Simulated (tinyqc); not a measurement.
MP2 on RHF in the sto-6g basis, for Li+, spin multiplicity 1, step by step. Computed by tinyqc, a small Python program that keeps every step (integrals from PySCF). Settings: charge = 1, multiplicity = 1, basis = sto-6g, method = RHF, energy threshold = 1e-10, iteration cap = 64, orthogonalisation = canonical, start = Wolfsberg-Helmholz matrix, DIIS depth = 6. Command: `OMP_NUM_THREADS=1 python tinyqc.py 29869 29870 out.jsonl` (the two numbers bound the seeds that draw the settings). One thread of a shared host (Intel(R) Xeon(R) Processor @ 2.60GHz), about 0.07 s of CPU time with the checks. The early iterations of the SCF are left out here.

## One-electron integrals

Geometry (angstrom):
```
atom        x        y        z
Li    0.00000  0.00000  0.00000
```

Basis sto-6g: exponents (1/bohr^2) and contraction coefficients of normalised primitives:
```
element  l (shell)   exponent  coefficient
Li           s (1)  167.17585      0.00916
Li           s (1)   30.65151      0.04936
Li           s (1)    8.57519      0.16854
Li           s (1)    2.94581      0.37056
Li           s (1)    1.14394      0.41649
Li           s (1)    0.47114      0.13033
Li           s (2)    6.59756     -0.01325
Li           s (2)    1.30583     -0.04699
Li           s (2)    0.40585     -0.03379
Li           s (2)    0.15615      0.25024
Li           s (2)    0.06781      0.59512
Li           s (2)    0.03108      0.24071
Li           p (3)    6.59756      0.00376
Li           p (3)    1.30583      0.03768
Li           p (3)    0.40585      0.17390
Li           p (3)    0.15615      0.41804
Li           p (3)    0.06781      0.42586
Li           p (3)    0.03108      0.10171
```

Overlap, kinetic and nuclear-attraction integrals over the contracted functions; the nuclear repulsion is the sum of Za Zb / Rab.

nuclear repulsion = 0 hartree

overlap S, order 1Li 1s, 1Li 2s, 1Li 2px, 1Li 2py, 1Li 2pz:
```
[[1.00000, 0.23574, 0.00000, 0.00000, 0.00000],
 [0.23574, 1.00000, 0.00000, 0.00000, 0.00000],
 [0.00000, 0.00000, 1.00000, 0.00000, 0.00000],
 [0.00000, 0.00000, 0.00000, 1.00000, 0.00000],
 [0.00000, 0.00000, 0.00000, 0.00000, 1.00000]]
```

kinetic energy T (hartree), order 1Li 1s, 1Li 2s, 1Li 2px, 1Li 2py, 1Li 2pz:
```
[[3.61674, -0.11072, 0.00000, 0.00000, 0.00000],
 [-0.11072, 0.10652, 0.00000, 0.00000, 0.00000],
 [0.00000, 0.00000, 0.32001, 0.00000, 0.00000],
 [0.00000, 0.00000, 0.00000, 0.32001, 0.00000],
 [0.00000, 0.00000, 0.00000, 0.00000, 0.32001]]
```

nuclear attraction V (hartree), order 1Li 1s, 1Li 2s, 1Li 2px, 1Li 2py, 1Li 2pz:
```
[[-8.06714, -0.82836, 0.00000, 0.00000, 0.00000],
 [-0.82836, -1.20005, 0.00000, 0.00000, 0.00000],
 [0.00000, 0.00000, -1.19999, 0.00000, 0.00000],
 [0.00000, 0.00000, 0.00000, -1.19999, 0.00000],
 [0.00000, 0.00000, 0.00000, 0.00000, -1.19999]]
```

core Hamiltonian H = T + V (hartree), order 1Li 1s, 1Li 2s, 1Li 2px, 1Li 2py, 1Li 2pz:
```
[[-4.45040, -0.93908, 0.00000, 0.00000, 0.00000],
 [-0.93908, -1.09352, 0.00000, 0.00000, 0.00000],
 [0.00000, 0.00000, -0.87998, 0.00000, 0.00000],
 [0.00000, 0.00000, 0.00000, -0.87998, 0.00000],
 [0.00000, 0.00000, 0.00000, 0.00000, -0.87998]]
```

## Two-electron integrals

Functions are numbered as in S; the eight-fold symmetry (ij|kl) = (ji|kl) = (kl|ij) leaves the list below.

Two-electron integrals (ij|kl) in chemists' order, unique and non-zero (hartree):
```
(11|11) 1.68125   (21|11) 0.24260   (21|21) 0.04451   (22|11) 0.39719
(22|21) 0.09028   (22|22) 0.29062   (31|31) 0.00944   (32|31) 0.01426
(32|32) 0.06424   (33|11) 0.39719   (33|21) 0.09028   (33|22) 0.29062
(33|33) 0.31312   (41|41) 0.00944   (42|41) 0.01426   (42|42) 0.06424
(43|43) 0.01688   (44|11) 0.39719   (44|21) 0.09028   (44|22) 0.29062
(44|33) 0.27937   (44|44) 0.31312   (51|51) 0.00944   (52|51) 0.01426
(52|52) 0.06424   (53|53) 0.01688   (54|54) 0.01688   (55|11) 0.39719
(55|21) 0.09028   (55|22) 0.29062   (55|33) 0.27937   (55|44) 0.27937
(55|55) 0.31312
```

## Orthogonalisation

S = U s U^T; canonical form X = U s^(-1/2), so that X^T S X = 1. Each column of U has its largest component positive (the first on a tie).

eigenvalues of S: [0.76426, 1.00000, 1.00000, 1.00000, 1.23574]

X, order 1Li 1s, 1Li 2s, 1Li 2px, 1Li 2py, 1Li 2pz:
```
[[0.80884, 0.00000, 0.00000, 0.00000, 0.63609],
 [-0.80884, 0.00000, 0.00000, 0.00000, 0.63609],
 [0.00000, 1.00000, 0.00000, 0.00000, 0.00000],
 [0.00000, 0.00000, 1.00000, 0.00000, 0.00000],
 [0.00000, 0.00000, 0.00000, 1.00000, 0.00000]]
```

Within a degenerate level the vectors are fixed only up to a rotation; this is one choice.

## Starting guess

The start is the generalised Wolfsberg-Helmholz matrix (K = 1.75) built on H; D = 2 C_occ C_occ^T.

D at the start, order 1Li 1s, 1Li 2s, 1Li 2px, 1Li 2py, 1Li 2pz:
```
[[1.97249, 0.05508, 0.00000, 0.00000, 0.00000],
 [0.05508, 0.00154, 0.00000, 0.00000, 0.00000],
 [0.00000, 0.00000, 0.00000, 0.00000, 0.00000],
 [0.00000, 0.00000, 0.00000, 0.00000, 0.00000],
 [0.00000, 0.00000, 0.00000, 0.00000, 0.00000]]
```

## Iteration 4 (converged): orbitals

converged F (hartree), order 1Li 1s, 1Li 2s, 1Li 2px, 1Li 2py, 1Li 2pz:
```
[[-2.77575, -0.70418, 0.00000, 0.00000, 0.00000],
 [-0.70418, -0.34733, 0.00000, 0.00000, 0.00000],
 [0.00000, 0.00000, -0.09591, 0.00000, 0.00000],
 [0.00000, 0.00000, 0.00000, -0.09591, 0.00000],
 [0.00000, 0.00000, 0.00000, 0.00000, -0.09591]]
```

Diagonalise F' = X^T F X, C = X C', fill 1 alpha and 1 beta electrons from the bottom; D = 2 C_occ C_occ^T. Each column has its largest component positive (the first on a tie).

F' = X^T F X (hartree):
```
[[-1.12182, 0.00000, 0.00000, 0.00000, -1.24942],
 [0.00000, -0.09591, 0.00000, 0.00000, 0.00000],
 [0.00000, 0.00000, -0.09591, 0.00000, 0.00000],
 [0.00000, 0.00000, 0.00000, -0.09591, 0.00000],
 [-1.24942, 0.00000, 0.00000, 0.00000, -1.83350]]
```

orbital energies (hartree): [-2.77676, -0.17855, -0.09591, -0.09591, -0.09591]

coefficients C, order 1Li 1s, 1Li 2s, 1Li 2px, 1Li 2py, 1Li 2pz:
```
[[0.99502, -0.26227, 0.00000, 0.00000, 0.00000],
 [0.02031, 1.02880, 0.00000, 0.00000, 0.00000],
 [0.00000, 0.00000, 0.98613, 0.07153, 0.14974],
 [0.00000, 0.00000, -0.16561, 0.48176, 0.86051],
 [0.00000, 0.00000, 0.01059, 0.87338, -0.48693]]
```

D after iteration 4, order 1Li 1s, 1Li 2s, 1Li 2px, 1Li 2py, 1Li 2pz:
```
[[1.98012, 0.04041, 0.00000, 0.00000, 0.00000],
 [0.04041, 0.00082, 0.00000, 0.00000, 0.00000],
 [0.00000, 0.00000, 0.00000, 0.00000, 0.00000],
 [0.00000, 0.00000, 0.00000, 0.00000, 0.00000],
 [0.00000, 0.00000, 0.00000, 0.00000, 0.00000]]
```

Within a degenerate level the vectors are fixed only up to a rotation; this is one choice.

## Convergence

Stop when the energy changes by less than 1e-10 hartree and every element of the error matrix X^T (F D S - S D F) X is below 3e-06.

Course of the cycle:
```
iteration  E (hartree)     change  largest element of the error matrix
1           -7.2210953          -                             3.31e-02
2           -7.2213304  -2.35e-04                             3.93e-03
3           -7.2213337  -3.37e-06                             2.65e-06
4           -7.2213337  -1.24e-12                             1.15e-06
```

PySCF RHF in the same basis = -7.2213337 hartree

Converged in 4 iterations.

## Populations

Mulliken: Z minus the diagonal of D S on the atom; Loewdin: the same with S^(1/2) D S^(1/2).

Charges (e):
```
atom  Mulliken  Loewdin
1Li    1.00000  1.00000
```

## Integrals over molecular orbitals

(pq|rs) = sum C_ip C_jq C_kr C_ls (ij|kl), one index at a time.

one-electron integrals over orbitals h = C^T H C (hartree):
```
[[-4.44457, 0.18222, 0.00000, 0.00000, 0.00000],
 [0.18222, -0.95677, 0.00000, 0.00000, 0.00000],
 [0.00000, 0.00000, -0.87998, 0.00000, 0.00000],
 [0.00000, 0.00000, 0.00000, -0.87998, 0.00000],
 [0.00000, 0.00000, 0.00000, 0.00000, -0.87998]]
```

Two-electron integrals over orbitals (pq|rs), unique and non-zero (hartree):
```
(11|11) 1.66781    (21|11) -0.18222   (21|21) 0.03134    (22|11) 0.40478
(22|21) -0.00990   (22|22) 0.28319    (31|31) 0.00995    (32|31) 0.01340
(32|32) 0.06094    (33|11) 0.39701    (33|21) -0.00564   (33|22) 0.28621
(33|33) 0.31312    (41|41) 0.00995    (42|41) 0.01340    (42|42) 0.06094
(43|43) 0.01688    (44|11) 0.39701    (44|21) -0.00564   (44|22) 0.28621
(44|33) 0.27937    (44|44) 0.31312    (51|51) 0.00995    (52|51) 0.01340
(52|52) 0.06094    (53|53) 0.01688    (54|54) 0.01688    (55|11) 0.39701
(55|21) -0.00564   (55|22) 0.28621    (55|33) 0.27937    (55|44) 0.27937
(55|55) 0.31312
```

## Second-order Moller-Plesset energy

Hartree-Fock energy = -7.2213337 hartree

E2 = sum_ijab (ia|jb) [2 (ia|jb) - (ib|ja)] / (e_i + e_j - e_a - e_b) over occupied i, j and virtual a, b; the opposite-spin part is (ia|jb)^2 / denominator, the rest is same-spin, and SCS-MP2 scales them by 6/5 and 1/3.

Terms:
```
i  j  a  b  (ia|jb)  (ib|ja)  denominator       term
1  1  2  2  0.03134  0.03134     -5.19643   -0.00019
1  1  3  3  0.00995  0.00995     -5.36171  -1.84e-05
1  1  4  4  0.00995  0.00995     -5.36171  -1.84e-05
1  1  5  5  0.00995  0.00995     -5.36171  -1.84e-05
```

Pair energies (hartree; pair i-j sums ij and ji):
```
pair  opposite spin  same spin
1-1        -0.00024    0.00000
```

MP2 correlation energy = -0.0002444 hartree

SCS-MP2 correlation energy = -0.0002933 hartree

MP2 total energy = -7.2215781 hartree
